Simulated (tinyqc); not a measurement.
Worked calculation: tight binding, honeycomb lattice. One step of it, computed by the program tinyqc.

Question. Bloch Hamiltonian at k. H_AB = -t1 (1 + exp(-i k.a1) + exp(-i k.a2)); H_AA = delta - 2 t2 sum cos(k.b + phi), H_BB = -delta - 2 t2 sum cos(k.b - phi), b = a1, a2 - a1, -a2.

Parameters chosen for this model:
```
parameter,value,unit
t1,2.310000,"eV, nearest"
t2,0.080000,"eV, second neighbours"
phi,1.570000,"rad, phase of t2 (Haldane)"
delta,0,"eV, +/- on A and B"
```

k point k (fractions of the reciprocal vectors): -0.010000  -0.440000

Give: H(k) at k.

Answer.

H(k) at k (eV):
```
,A,B
A,-0.0192,-2.4677-0.9954i
B,-2.4677+0.9954i,0.0194
```
